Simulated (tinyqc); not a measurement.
Band-to-band tunnelling across a p-n junction in a two-band chain: one step. Recursive Green function.

Sites alternate A at -Eg/2 and C at +Eg/2 with hopping -t; near the edges, with k counted from the zone boundary pi/a, E^2 = (Eg/2)^2 + (t a k)^2, so t = sqrt(c Eg/m)/a gives the mass m, c = hbar^2/2m0. In the gap cosh(q a) = 1 + (Eg^2/4 - e^2)/(2 t^2), e the energy from the local mid-gap. The potential is V0 = Eg + ov on the p side (left), 0 on the n side, and falls linearly over the 2N sites of the junction, V_j = V0 (1 - j/(2N + 1)), j = 1 to 2N, site 1 being A. E = Eg/2 + x ov. A half chain that ends on a site of level e1 with neighbour e2 has g = (1 + z)/(E - e1), z = exp(-/+ i k a) the root with Im g < 0, cos(k a) = (E - e1)(E - e2)/(2 t^2) - 1. S_L = t^2 g (ending on C, shifted by V0), S_R = t^2 g (starting on A). T = 4 Im(S_L) Im(S_R) |G_(1,2N)|^2.

Parameters, chosen for this exercise (out of a larger set: gap and mass near those of InSb; not measured data): Eg = 0.174 eV (gap); N = 3 (periods in the small junction).

t = 1.401520 eV
V0 = 0.494000 eV
E = 0.256600 eV

S_L, S_R (eV): -0.0752000-0.9513276i  0.0848000-0.9810000i

Task: g_1 = 1/(E - e_1 - S_L); g_j = 1/(E - e_j - t^2 g_(j-1)), with S_R also subtracted at the last site; G_1j = G_1(j-1) (-t) g_j, G_11 = g_1; e_j is the site level plus V_j. The self-energies stand in the order S_L, S_R.

Give: Sweep; T.

Result:

Sweep:
```
j  e_j (eV)       g_j (1/eV)      G_1j (1/eV)
1    0.3364  -0.0051-1.0511i  -0.0051-1.0511i
2    0.4399  -0.0403-0.4809i   0.7082-0.0629i
3    0.1953   0.1541-1.0356i  -0.0617+1.0415i
4    0.2987  -0.0810-0.4779i  -0.7046+0.0769i
5    0.0541   0.3573-0.9277i   0.2528-0.9546i
6    0.1576  -0.0825-0.3365i   0.4794+0.0088i
```

T = 0.8583

Computed by tinyqc, a small Python program: `OMP_NUM_THREADS=1 python tinyqc.py 1482188 1482189 out.jsonl` (the numbers bound the seed that draws the inputs); one thread of a shared host (Intel(R) Xeon(R) Processor @ 2.30GHz), about 0.01 s for the whole set of steps.
